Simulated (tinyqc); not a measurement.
Inside a calculation. Model: memristor with linear dopant drift, Biolek window.

Program tinyqc, `OMP_NUM_THREADS=1 python tinyqc.py 2880042 2880043 out.jsonl`; Intel Xeon 2.30GHz, shared host, one thread, about 0.2 s. Printed values are rounded.

A film of thickness D has a doped share x: R = Ron x + Roff (1 - x), i = v/R, dx/dt = k i F with k = mv Ron/D^2 and F = 1 - x^(2 p) for i >= 0 and 1 - (x - 1)^(2 p) for i < 0. The drive is v = V0 sin(2 pi f t). The model has no threshold and no heating.

Inputs (values chosen for the exercise):
```
symbol,value,unit,meaning
Ron,200,ohm,resistance of the fully doped film
Roff,5000,ohm,resistance of the undoped film
D,15,nm,film thickness
mv,8.4e-15,m^2/(V s),dopant mobility
x0,0.25,,doped share at t = 0
V0,0.5,V,amplitude
p,3,,window exponent
f,0.92,Hz,frequency
```

## Rate constant, charge and flux scales

k = mv Ron/D^2; R0 = R(x0); without a window the film fills (x = 1) after the charge (1 - x0)/k and the flux (R0^2 - Ron^2)/(2 k (Roff - Ron)); half a period supplies the flux V0/(pi f).

k = 7466.667 1/C
R0 = 3800 ohm
charge to fill = 100.4464 uC
flux to fill = 0.2008929 V s
flux of half a period = 0.1729945 V s

Half a period supplies 86.1 % of the flux to fill.

## Step 1: one Runge-Kutta step

x at step 0 = 0.25
j = 0

Step h = 1/(16 f), from t = j h. With g(t, x) = dx/dt: k1 = g(t, x), k2 = g(t + h/2, x + h k1/2), k3 = g(t + h/2, x + h k2/2), k4 = g(t + h, x + h k3), x(new) = x + h (k1 + 2 k2 + 2 k3 + k4)/6.

k1..k4 (1/s): [0.0000000, 0.1916209, 0.1932015, 0.3821811]
x at step 1 = 0.2630415

## Step 2: one Runge-Kutta step

j = 1

As before.

k1..k4 (1/s): [0.3821403, 0.5641246, 0.5686804, 0.7426532]
x at step 2 = 0.3014292

## Step 3: one Runge-Kutta step

j = 2

As before.

k1..k4 (1/s): [0.742410, 0.903350, 0.910194, 1.056778]
x at step 3 = 0.3628680

## One period

The 16 Runge-Kutta steps against a converged integration; i uses the converged x.

One period:

| j | v (V) | x, coarse steps | x, converged | i (uA) |
|---|---|---|---|---|
| 0 | 0.0000 | 0.2500 | 0.2500 | 0.0 |
| 1 | 0.1913 | 0.2630 | 0.2630 | 51.2 |
| 2 | 0.3536 | 0.3014 | 0.3014 | 99.5 |
| 3 | 0.4619 | 0.3629 | 0.3629 | 141.8 |
| 4 | 0.5000 | 0.4431 | 0.4431 | 174.0 |
| 5 | 0.4619 | 0.5350 | 0.5350 | 189.9 |
| 6 | 0.3536 | 0.6260 | 0.6260 | 177.2 |
| 7 | 0.1913 | 0.6962 | 0.6961 | 115.4 |
| 8 | 0.0000 | 0.7231 | 0.7230 | 0.0 |
| 9 | -0.1913 | 0.6924 | 0.6924 | -114.1 |
| 10 | -0.3536 | 0.6171 | 0.6171 | -173.5 |
| 11 | -0.4619 | 0.5250 | 0.5250 | -186.3 |
| 12 | -0.5000 | 0.4352 | 0.4352 | -171.8 |
| 13 | -0.4619 | 0.3593 | 0.3593 | -141.0 |
| 14 | -0.3536 | 0.3034 | 0.3034 | -99.8 |
| 15 | -0.1913 | 0.2699 | 0.2699 | -51.6 |
| 16 | 0.0000 | 0.2588 | 0.2588 | 0.0 |

The current vanishes with the voltage (pinched loop). At the same voltage, j = 2 and 6, it is 99.5 uA on the way up and 177 uA on the way down. x peaks at 0.7230 at half period and ends at 0.2588, not at its starting value: this window differs for the two directions of the current. The coarse steps miss by at most 2.2e-5.
